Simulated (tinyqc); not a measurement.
Straight dislocations in isotropic elasticity: fields, energies, partials, Peierls stress and walls: one step, computed by the program tinyqc. Command: `OMP_NUM_THREADS=1 python tinyqc.py 3025682 3025683 out.jsonl disloc walk`. One thread of a shared host (Intel(R) Xeon(R) Processor @ 2.30GHz), about 0.01 s of CPU time with the checks.

The line runs along z, the glide plane is y = 0, and beta is the angle between b and the line (0 screw, 90 degrees edge): b_e = b sin(beta) along +x with the extra half plane at y > 0, b_s = b cos(beta). Stress is positive in tension.

Task: Line energy and line tension. Energy factor K = G [cos^2(beta) + sin^2(beta)/(1 - nu)]. E = K b^2/(4 pi) ln(R/r0) with R = 1/(2 sqrt(rho)); tension T = E + d^2E/d(beta)^2 = G b^2 [1 + nu - 3 nu sin^2(beta)]/(4 pi (1 - nu)) ln(R/r0). The core energy is taken into r0.

Inputs (values chosen for the exercise, modelled on aluminium):

| quantity | value | unit |
|---|---|---|
| shear modulus G | 26.9 | GPa |
| Poisson ratio nu | 0.363 | - |
| Burgers vector b | 2.863 | angstrom |
| dislocation density rho | 6.1e+14 | 1/m^2 |
| core radius r0/b | 0.5 | - |

Character: 30-degree.

Constants: 1 eV/angstrom^3 = 160.2176634 GPa.

Give: energy factor K; ln(R/r0); line energy E; line tension T; stored energy rho E.

Result:

energy factor K = 30.73 GPa

ln(R/r0) = 4.952

line energy E = 6.195 eV/nm

line tension T = 9.286 eV/nm

stored energy rho E = 605.5 kJ/m^3

T/E = 1.50: bowing turns parts of the line towards the costlier edge character, so it is stiff.
